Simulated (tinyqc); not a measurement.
From results back to parameters: interface roughness in a thin film (subband fluctuation and scattering). Three cases, with inputs chosen for the exercise.

Problem. The screened mobility was computed from a hidden rms height D.

Gaussian roughness spectrum S(q) = pi D^2 Lc^2 exp(-q^2 Lc^2/4). Degenerate gas, taken to fill one subband (the second starts to fill once c kF^2/md exceeds E2 - E1, which is not tested here): kF = sqrt(2 pi Ns/gv), q = 2 kF sin(theta/2), 1/tau = (md/(2 pi c hbar)) G^2 times the integral from 0 to pi of S(q)(1 - cos theta)/eps(q)^2 dtheta, eps(q) = 1 + qs/q with screening (qs = gv md q0/(c eps), q0 = e^2/(4 pi eps0), form factors left out, which overstates the screening; other scattering is left out too, so these values lie far above measured mobilities in all but the thinnest films) or 1 without; mobility = tau c2/md with c2 = e/m0 = 1.75882e15 cm^2/(V s^2); 1e12/cm^2 = 1e-4/angstrom^2.

Constants: hbar^2/2m0 = 3.80998211 eV angstrom^2; hbar = 6.58211957e-16 eV s; e^2/(4 pi eps0) = 14.39964547 eV angstrom.

Find: mobility for D = 1 angstrom; D.

Method. The mobility goes as 1/D^2, so D is the square root of the ratio. One value fixes only D^2 times a function of Lc; a second density is needed to part the two.

Case 1.

Values chosen (near those of a thin InGaAs channel; the results hold for these values, not for the real material): md = 0.045 m0 (mass in the plane); gv = 1 (valleys); Lc = 18 angstrom (correlation length); Ns = 0.47 x 1e12/cm^2 (sheet density); eps = 11.2 (mean dielectric constant at the channel).

G = |dE1/dt| = 1.1802 meV/angstrom
mobility = 1.94509e+06 cm^2/(V s)

Solution.

mobility for D = 1 angstrom = 7.780e+06 cm^2/(V s)
D = 2.00 angstrom

Case 2.

Values chosen (near those of a thin Ge channel on (111), one valley; the results hold for these values, not for the real material): md = 0.082 m0 (mass in the plane); gv = 1 (valleys); Lc = 20 angstrom (correlation length); Ns = 1.6 x 1e12/cm^2 (sheet density); eps = 11.8 (mean dielectric constant at the channel).

G = |dE1/dt| = 2.4115 meV/angstrom
mobility = 281833 cm^2/(V s)

Solution.

mobility for D = 1 angstrom = 5.524e+05 cm^2/(V s)
D = 1.40 angstrom

Case 3.

Values chosen (near those of a thin Si channel on (100), two-fold valleys; the results hold for these values, not for the real material): md = 0.186 m0 (mass in the plane); gv = 2 (valleys); Lc = 38 angstrom (correlation length); Ns = 1.2 x 1e12/cm^2 (sheet density); eps = 7.9 (mean dielectric constant at the channel).

G = |dE1/dt| = 3.9068 meV/angstrom
mobility = 159789 cm^2/(V s)

Solution.

mobility for D = 1 angstrom = 2.301e+05 cm^2/(V s)
D = 1.20 angstrom

Computed by tinyqc, one run a case: `OMP_NUM_THREADS=1 python tinyqc.py N N+1 out.jsonl` with N = 1252682, 1252705, 1252716; one thread of a shared Intel(R) Xeon(R) Processor @ 2.30GHz, about 0.01 s a run at most.
